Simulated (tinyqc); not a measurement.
Worked calculation: MP2 on RHF in the sto-3g basis, for BeH2, spin multiplicity 1. One step of it, computed by the program tinyqc.

Question. Second-order Moller-Plesset energy. E2 = sum_ijab (ia|jb) [2 (ia|jb) - (ib|ja)] / (e_i + e_j - e_a - e_b) over occupied i, j and virtual a, b; the opposite-spin part is (ia|jb)^2 / denominator, the rest is same-spin, and SCS-MP2 scales them by 6/5 and 1/3.

orbital energies (hartree): MO1 -4.517200, MO2 -0.471685, MO3 -0.438044, MO4 0.208763, MO5 0.209438, MO6 0.501341, MO7 1.053030

Two-electron integrals over orbitals (pq|rs), unique and non-zero (hartree):
```
(11|11) 2.271415    (21|11) -0.205462   (21|21) 0.028486    (22|11) 0.501290
(22|21) -0.007295   (22|22) 0.407988    (31|31) 0.006528    (32|31) 0.015645
(32|32) 0.165838    (33|11) 0.472929    (33|21) -0.003023   (33|22) 0.421380
(33|33) 0.444309    (41|11) 0.013749    (41|21) -0.001695   (41|22) 0.001447
(41|33) 0.000838    (41|41) 0.015827    (42|11) -0.004631   (42|21) 0.000651
(42|22) 0.004292    (42|33) 0.003773    (42|41) 0.015399    (42|42) 0.050405
(43|31) -0.000017   (43|32) 0.003655    (43|43) 0.015612    (44|11) 0.568906
(44|21) -0.008469   (44|22) 0.375018    (44|33) 0.363871    (44|41) -0.001888
(44|42) -0.008189   (44|44) 0.450418    (51|51) 0.015768    (52|51) 0.015486
(52|52) 0.050452    (53|53) 0.015481    (54|51) -0.001173   (54|52) -0.003059
(54|54) 0.024424    (55|11) 0.569168    (55|21) -0.008432   (55|22) 0.375352
(55|33) 0.363999    (55|41) 0.000446    (55|42) -0.002111   (55|44) 0.401293
(55|55) 0.449859    (61|11) -0.171581   (61|21) 0.024500    (61|22) -0.007031
(61|33) -0.004559   (61|41) -0.000540   (61|42) 0.001287    (61|44) -0.004345
(61|55) -0.004173   (61|61) 0.021455    (62|11) 0.099368    (62|21) -0.006848
(62|22) -0.028767   (62|33) -0.051229   (62|41) 0.001204    (62|42) -0.000627
(62|44) 0.045462    (62|55) 0.046001    (62|61) -0.003053   (62|62) 0.075996
(63|31) -0.003811   (63|32) -0.096307   (63|43) -0.002973   (63|63) 0.083002
(64|11) 0.005457    (64|21) 0.000156    (64|22) 0.001847    (64|33) -0.000423
(64|41) 0.016053    (64|42) 0.046876    (64|44) -0.002750   (64|55) 0.001603
(64|61) 0.001187    (64|62) 0.006519    (64|64) 0.050338    (65|51) 0.016227
(65|52) 0.047547    (65|54) -0.002211   (65|65) 0.050981    (66|11) 0.479803
(66|21) -0.006294   (66|22) 0.404898    (66|33) 0.415611    (66|41) 0.002910
(66|42) 0.009157    (66|44) 0.371309    (66|55) 0.372198    (66|61) -0.005430
(66|62) -0.038017   (66|64) 0.006039    (66|66) 0.419196    (71|31) 0.011903
(71|32) 0.021299    (71|43) -0.000275   (71|63) -0.003138   (71|71) 0.022323
(72|31) 0.002899    (72|32) -0.046617   (72|43) -0.003936   (72|63) 0.060972
(72|71) 0.006712    (72|72) 0.056496    (73|11) 0.133767    (73|21) -0.005596
(73|22) -0.009462   (73|33) -0.024136   (73|41) -0.000372   (73|42) -0.005840
(73|44) 0.054306    (73|55) 0.054201    (73|61) -0.002999   (73|62) 0.070853
(73|64) 0.001731    (73|66) -0.030189   (73|73) 0.080764    (74|31) -0.001151
(74|32) -0.009980   (74|43) 0.013704    (74|63) 0.005736    (74|71) -0.001822
(74|72) 0.001341    (74|74) 0.016985    (75|53) 0.013882    (75|75) 0.016283
(76|31) 0.011911    (76|32) 0.143263    (76|43) 0.004261    (76|63) -0.097139
(76|71) 0.016080    (76|72) -0.059077   (76|74) -0.008614   (76|76) 0.141651
(77|11) 0.587534    (77|21) -0.009634   (77|22) 0.438521    (77|33) 0.457945
(77|41) 0.000236    (77|42) 0.000650    (77|44) 0.395887    (77|55) 0.395603
(77|61) -0.009145   (77|62) -0.044479   (77|64) -0.002890   (77|66) 0.444741
(77|73) -0.018297   (77|77) 0.501426
```

Hartree-Fock energy = -15.55968745 hartree

Give: Terms; Pair energies; MP2 correlation energy; SCS-MP2 correlation energy; MP2 total energy.

Answer.

Terms (the 40 largest of 46):
```
i  j  a  b    (ia|jb)    (ib|ja)  denominator       term
3  3  6  6      0.083      0.083       -1.879  -3.67e-03
2  2  6  6      0.076      0.076       -1.946  -2.97e-03
3  2  7  6      0.071      0.061       -2.464  -2.32e-03
2  3  6  7      0.071      0.061       -2.464  -2.32e-03
3  3  7  7      0.081      0.081       -2.982  -2.19e-03
2  2  5  5      0.050      0.050       -1.362  -1.87e-03
2  2  4  4      0.050      0.050       -1.361  -1.87e-03
2  3  7  6      0.061      0.071       -2.464  -1.26e-03
3  2  6  7      0.061      0.071       -2.464  -1.26e-03
2  2  7  7      0.056      0.056       -3.049  -1.05e-03
3  3  4  4      0.016      0.016       -1.294  -1.88e-04
3  3  5  5      0.015      0.015       -1.295  -1.85e-04
1  1  6  6      0.021      0.021      -10.037  -4.59e-05
1  1  7  7      0.022      0.022      -11.140  -4.47e-05
2  1  5  5      0.015      0.015       -5.408  -4.43e-05
1  2  5  5      0.015      0.015       -5.408  -4.43e-05
2  1  4  4      0.015      0.015       -5.406  -4.39e-05
1  2  4  4      0.015      0.015       -5.406  -4.39e-05
1  1  4  4      0.016      0.016       -9.452  -2.65e-05
1  1  5  5      0.016      0.016       -9.453  -2.63e-05
3  2  7  4     -0.006  -3.94e-03       -2.172  -2.08e-05
2  3  4  7     -0.006  -3.94e-03       -2.172  -2.08e-05
1  2  7  7      0.007      0.007       -7.095  -6.35e-06
2  1  7  7      0.007      0.007       -7.095  -6.35e-06
3  3  4  6  -2.97e-03  -2.97e-03       -1.586  -5.57e-06
3  3  6  4  -2.97e-03  -2.97e-03       -1.586  -5.57e-06
2  3  7  4  -3.94e-03     -0.006       -2.172  -3.68e-06
3  2  4  7  -3.94e-03     -0.006       -2.172  -3.68e-06
3  1  6  7  -3.14e-03  -3.00e-03       -6.510  -1.58e-06
1  3  7  6  -3.14e-03  -3.00e-03       -6.510  -1.58e-06
1  2  6  6  -3.05e-03  -3.05e-03       -5.992  -1.56e-06
2  1  6  6  -3.05e-03  -3.05e-03       -5.992  -1.56e-06
1  3  6  7  -3.00e-03  -3.14e-03       -6.510  -1.32e-06
3  1  7  6  -3.00e-03  -3.14e-03       -6.510  -1.32e-06
1  2  6  4   1.29e-03   1.20e-03       -5.699  -3.09e-07
2  1  4  6   1.29e-03   1.20e-03       -5.699  -3.09e-07
2  2  6  4  -6.27e-04  -6.27e-04       -1.653  -2.38e-07
2  2  4  6  -6.27e-04  -6.27e-04       -1.653  -2.38e-07
1  2  4  6   1.20e-03   1.29e-03       -5.699  -2.37e-07
2  1  6  4   1.20e-03   1.29e-03       -5.699  -2.37e-07
```

Pair energies (hartree; pair i-j sums ij and ji):
```
pair  opposite spin  same spin
1-1       -1.43e-04          0
2-1       -1.93e-04  -2.38e-09
2-2          -0.008          0
3-1       -5.86e-06  -8.95e-09
3-2          -0.007  -8.26e-05
3-3          -0.006          0
```

MP2 correlation energy = -0.02155 hartree

SCS-MP2 correlation energy = -0.02579 hartree

MP2 total energy = -15.58124 hartree
